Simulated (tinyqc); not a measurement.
Worked calculation: deep level with several charge states, and Shockley-Read-Hall recombination. Values are carried at full precision from step to step, so a last printed digit may differ when a step is redone from the rounded ones.

Energies from Ev. The defect has charge states 0, -1, -2 with weights 1, gm exp((EF - E1)/kT), exp((2 EF - E1 - E2)/kT); the shares are the weights over their sum. Boltzmann carriers: n = Nc exp((EF - Eg)/kT), p = Nv exp(-EF/kT). Neutrality: p - n + Nd + Nt <q> = 0.

Constants: kB = 8.617333262e-05 eV/K.

Parameters, chosen for this exercise (gap and densities of states near those of SiC at this temperature; the results hold for these values, not for the real material):

| symbol | value | unit | meaning |
|---|---|---|---|
| Eg | 3.227 | eV | gap |
| Nc | 1.72e+19 | 1/cm^3 | conduction-band density of states |
| Nv | 3.19e+19 | 1/cm^3 | valence-band density of states |
| T | 300 | K |  |
| E1 | 1.149 | eV | level (0/-1) above Ev |
| E2 | 2.483 | eV | level (-1/-2) above Ev |
| gm | 1 |  | degeneracy of the middle state, the others 1 |
| Nt | 5.1e+15 | 1/cm^3 | defects |
| Nd | -6.1e+16 | 1/cm^3 | ionised shallow donors minus acceptors |
| E_try | 2.285 | eV | trial Fermi level |
| Et | 1.149 | eV | recombination level above Ev |
| sn | 4.1e-16 | cm^2 | electron capture cross-section |
| sp_ | 2.1e-16 | cm^2 | hole capture cross-section |
| vth | 26000000 | cm/s | thermal velocity, both carriers |
| Nm | 5.1e+16 | 1/cm^3 | equilibrium holes for the lifetime steps |
| dn | 5.7e+16 | 1/cm^3 | excess pairs |

## Charge states at a trial Fermi level

Form the exponents, the shares, the mean charge and the residual of neutrality at EF = E_try.

exponents of the second and third weights: 43.942  36.283

shares: 0 0.0000, -1 0.9995, -2 0.0005

<q> = -1.0005

n, p (1/cm^3): 2.57e+03  1.31e-19

residual = -6.61e+16 1/cm^3

The residual is negative, so EF must fall.

## The neutral state

Solve for EF.

EF = 0.1618 eV

shares at EF: 0 1.000, -1 0.000, -2 0.000

n = 5.53e-33 1/cm^3
p = 6.10e+16 1/cm^3

Without the defects the majority density would be 6.10e+16 1/cm^3; with them the density of these carriers is 6.10e+16, nearly the same. Most defects are in the state 0.

## Recombination through one level

One level at Et with degeneracy 1: tn = 1/(sn vth Nt), tp = 1/(sp_ vth Nt), n1 = Nc exp((Et - Eg)/kT), p1 = Nv exp(-Et/kT), ni^2 = n1 p1. Equilibrium p0 = Nm, n0 = ni^2/Nm; n = n0 + dn, p = p0 + dn. U = (n p - ni^2)/(tp (n + n1) + tn (p + p1)), lifetime dn/U; emission rates en = sn vth n1, ep = sp_ vth p1.

Evaluate each quantity.

tn, tp (microsecond): 0.01839  0.03591

n1, p1 (1/cm^3): 2.12e-16  1.59

U = 1.53e+24 1/(cm^3 s)
lifetime = 0.0373 microsecond

The lifetime is 2.030 times the minority capture time tn and 0.688 times tn + tp, the limit of high injection.

## Emission and generation in a depleted region

With n = p = 0 the level generates pairs at G = Nt en ep/(en + ep); generation lifetime tg = ni/G; current density e G W for a width W = 1 micrometre, e = 1.602176634e-19 C.

en, ep (1/s): 2.26e-24  8.68e-09

G = 1.15e-08 1/(cm^3 s)
tg = 1.59e+06 microsecond
current density = 1.85e-31 A/cm^2

The slower step, electron emission, limits the rate: en/ep = 2.6e-16.

## Checks

- U against hole capture minus emission at the steady occupation of the level (1/(cm^3 s)): both 1.526e+24.

Computed by tinyqc, a small Python program: `OMP_NUM_THREADS=1 python tinyqc.py 1651274 1651275 out.jsonl` (the numbers bound the seed that draws the inputs); one thread of a shared host (Intel(R) Xeon(R) Processor @ 2.30GHz), about 0.01 s for the whole set of steps.
